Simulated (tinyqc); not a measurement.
Six-band Luttinger-Kohn model with strain: sweeps and comparisons. A value that a table varies takes the place of the one given here.

Six-band Luttinger-Kohn model in the basis |3/2,3/2>, |3/2,1/2>, |3/2,-1/2>, |3/2,-3/2>, |1/2,1/2>, |1/2,-1/2>, electron energies, zero at the top of the unstrained valence band. H = -[rows: (P+Q, -S, R, 0, -S/r2, r2 R); (-S*, P-Q, 0, R, -r2 Q, r32 S); (R*, 0, P-Q, S, r32 S*, r2 Q); (0, R*, S*, P+Q, -r2 R*, -S*/r2); (-S*/r2, -r2 Q, r32 S, -r2 R, P+Dso, 0); (r2 R*, r32 S*, r2 Q, -S/r2, 0, P+Dso)], r2 = sqrt(2), r32 = sqrt(3/2). Levels are twofold.

P = c g1 k^2 - av tr(e); Q = c g2 (kx^2 + ky^2 - 2 kz^2) - (b/2)(exx + eyy - 2 ezz); R = c sqrt3 [-g2 (kx^2 - ky^2) + 2i g3 kx ky] + (sqrt3/2) b (exx - eyy) - i d exy; S = 2 c sqrt3 g3 (kx - i ky) kz - d (exz - i eyz); c = hbar^2/2m0, e the strain tensor (not engineering shear).

s11 = (C11 + C12)/((C11 - C12)(C11 + 2 C12)), s12 = -C12/((C11 - C12)(C11 + 2 C12)), s44 = 1/C44; exx = s11 sxx + s12 (syy + szz) and cyclic, exy = s44 sxy/2; tension is positive. A uniaxial stress X along the unit vector n is s_ij = X n_i n_j.

Constants: hbar^2/2m0 = 3.80998211 eV angstrom^2.

Inputs chosen for the exercise (near those of Ge; the results hold for these values, not for the real material):
```
symbol  value           unit  meaning
Dso     0.289           eV    spin-orbit splitting
g1      13.36                 Luttinger gamma1
g2      4.25                  gamma2
g3      5.69                  gamma3
av      1.25            eV    valence hydrostatic potential
b       -2.56           eV    tetragonal shear potential
d       -5.27           eV    trigonal shear potential
C11     128.3           GPa
C12     48.8            GPa
C44     67.3            GPa
load    uniaxial [100]        kind of stress
X1      0.7             GPa   size of the stress
E_h     5               meV   hole energy below the top
X       -2.33           GPa   stress
```

## Sweep of a uniaxial [100] stress

Edges at k = 0 and curvature masses of the top pair along [100] and [001] (step 0.0002 1/angstrom); at zero stress the top is fourfold and has no single curvature.

Edges and masses:
```
X (GPa),top (eV),second (eV),third (eV),splitting (meV),m [100],m [001]
-2.10,0.0800,-0.0792,-0.3246,159.3,0.037,0.153
-1.40,0.0491,-0.0528,-0.3085,101.9,0.039,0.141
-0.70,0.0219,-0.0264,-0.2961,48.3,0.041,0.126
0.00,0.0000,0.0000,-0.2890,0.0,-,-
0.70,0.0264,-0.0149,-0.2889,41.3,0.206,0.057
1.40,0.0528,-0.0217,-0.2969,74.5,0.206,0.057
2.10,0.0792,-0.0204,-0.3130,99.7,0.206,0.057
```

What does this show, and why?

The splitting reaches 159.3 meV under compression and 99.7 meV under the same tension; linear shear terms alone would make the two equal, and the difference comes from the coupling to the split-off band. At the ends of the sweep the top pair has a mass along [100] of 0.037 under compression and 0.206 under tension, so compression gives the lighter holes along [100]; along [001] it has 0.153 and 0.057. The top edge itself moves by +80 and +79 meV. The ends of the sweep mean strains up to 2.1 %, beyond the range of linear deformation potentials.

## Which stress helps holes along [110]

Each load has size X1 (biaxial: sxx = syy); masses are curvatures of the top pair at k = 0.

Results:
```
load,splitting (meV),top edge (meV),m [110],m [001]
"uniaxial [110], compression",37.3,15.8,0.038,0.136
"uniaxial [110], tension",33.5,21.7,0.317,0.052
"uniaxial [100], compression",48.3,21.9,0.062,0.126
"uniaxial [100], tension",41.3,26.4,0.089,0.057
"uniaxial [111], compression",33.3,13.6,0.050,0.075
"uniaxial [111], tension",29.8,19.7,0.130,0.075
"biaxial (001), compression",41.3,14.8,0.057,0.206
"biaxial (001), tension",48.3,33.5,0.126,0.041
```

What can be read from the table?

The lightest mass along [110] (0.038) comes with uniaxial [110], compression. The largest splitting (48.3 meV) comes with uniaxial [100], compression; biaxial (001), tension. The heaviest mass along [001] (0.206), which lowers the confinement energy in a (001) channel, comes with biaxial (001), compression. The splitting per GPa follows b (s11 - s12) for loads along cube axes and d s44 for [111]: here 2 |b| (s11 - s12) = 64.4 and |d| s44/sqrt3 = 45.2 meV per GPa in the limit of large Dso; where the splitting nears Dso, mixing with the split-off band makes it depend on the sign of the load.

## Warping of the constant-energy contours (six-band Luttinger-Kohn model)

No strain (e = 0). In the plane kz = 0, |k| where the top and second pairs lie E_h below the top, against the angle from [100]; m = c k^2/E_h.

Contours:
```
angle (degrees),k top (1/angstrom),k second (1/angstrom),m top (m0),m second (m0)
0,0.0164,0.0078,0.206,0.046
9,0.0169,0.0077,0.216,0.046
18,0.0181,0.0076,0.249,0.044
27,0.0199,0.0075,0.301,0.043
36,0.0217,0.0074,0.359,0.042
45,0.0226,0.0074,0.387,0.042
```

What does this show?

The heavy contour reaches 1.372 times as far along [110] as along [100], the light one 0.953 times. The warping follows g3 - g2 = 1.44 and would vanish for g2 = g3. Along [100] the heavy mass is 1/(g1 - 2 g2) = 0.206 at any energy, while the light one is 0.0460, against 1/(g1 + 2 g2) = 0.0457 at the edge, for E_h/Dso = 0.02.

## What each parameter does

Edges at k = 0 under a uniaxial [100] stress X and the curvature mass of the top pair along [100] (step 0.0002 1/angstrom). Each row changes one parameter from the base and keeps the others.

Results:
```
case,top (eV),second (eV),third (eV),mass (m0)
base,0.0908,-0.0879,-0.3306,0.037
C44 = 53.84 GPa,0.0908,-0.0879,-0.3306,0.037
av = 1.5 eV,0.0882,-0.0905,-0.3331,0.037
g1 = 16.032,0.0908,-0.0879,-0.3306,0.033
C12 = 39.04 GPa,0.0763,-0.0809,-0.3267,0.037
Dso = 0.231 eV,0.0953,-0.0879,-0.2771,0.036
g2 = 5.1,0.0908,-0.0879,-0.3306,0.033
X = -1.864 GPa,0.0693,-0.0703,-0.3189,0.037
```

What can be read from the table?

The largest shifts from the base row, up to three for each result and ties (the steps differ in size, so this ranks the rows, not the parameters). top (eV): X -0.0215, C12 -0.0146, Dso +0.0045; unchanged at the printed digits by C44, g1 and g2. second (eV): X +0.0176, C12 +0.0070, av -0.0026; unchanged at the printed digits by C44, g1, Dso and g2. third (eV): Dso +0.0535, X +0.0117, C12 +0.0039; unchanged at the printed digits by C44, g1 and g2. mass (m0): g2 -0.003, g1 -0.003, Dso -0.001; unchanged at the printed digits by C44, av, C12 and X. The Luttinger parameters multiply k^2 and cannot move the edges; av shifts all edges alike and leaves the mass.

(tinyqc, `OMP_NUM_THREADS=1 python tinyqc.py 1080723 1080724 out.jsonl`, Intel(R) Xeon(R) Processor @ 2.30GHz, 1 thread, shared host, about 0.1 s.)
